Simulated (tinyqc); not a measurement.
The lens: binary melting diagram from solution models of liquid and solid. Computed by tinyqc, a small Python program. Command: `OMP_NUM_THREADS=1 python tinyqc.py 3020002 3020003 out.jsonl melt walk`. One thread of a shared host (Intel(R) Xeon(R) Processor @ 2.30GHz), about 0.01 s of CPU time with the checks.

x is the fraction of B. In a phase with interaction L: mu_A = G_A + R T ln(1 - x) + L x^2, mu_B = G_B + R T ln x + L (1 - x)^2. Melting: G(liquid) - G(solid) = H (1 - T/T_m) for each pure component.

Inputs (values chosen for the exercise, modelled on Si-Ge):
```
quantity                value    unit
melting point T_A        1687       K
melting point T_B        1211       K
heat of melting H_A      49.7  kJ/mol
heat of melting H_B      37.4  kJ/mol
liquid interaction L_L    6.5  kJ/mol
solid interaction L_S     3.1  kJ/mol
```

Diagram: complete solid solution (lens).

Constants: R = 8.314462618 J/(mol K).

Method. Equal potentials: F_A = dG_A + R T ln[(1 - xl)/(1 - xs)] + L_L xl^2 - L_S xs^2 = 0, F_B = dG_B + R T ln(xl/xs) + L_L (1 - xl)^2 - L_S (1 - xs)^2 = 0. Newton steps from the ideal values with the exact Jacobian, halved if x would leave (0, 1); stop below 1e-12, residuals under 1e-7 shown as 0.

Liquidus and solidus:
```
T (K)       xl       xs  ideal xl  ideal xs
1663   0.09073  0.03966   0.07625   0.02778
1592   0.34684  0.14835   0.28562   0.11742
1520   0.56504  0.25548   0.47311   0.22234
1449   0.72596  0.37096   0.63355   0.34421
1378   0.84084  0.50955   0.76999   0.49089
1306   0.92382  0.68817   0.88440   0.67500
1235   0.98341  0.91300   0.97447   0.90660
```

What does the comparison show, and why?

The lens is widest among these rows at 1449 K (0.355 in x, ideal 0.289). L_L - L_S = +3.4 kJ/mol, relative to the mixed solid, penalises the mixed liquid, and the liquidus lies above the ideal one in every row.
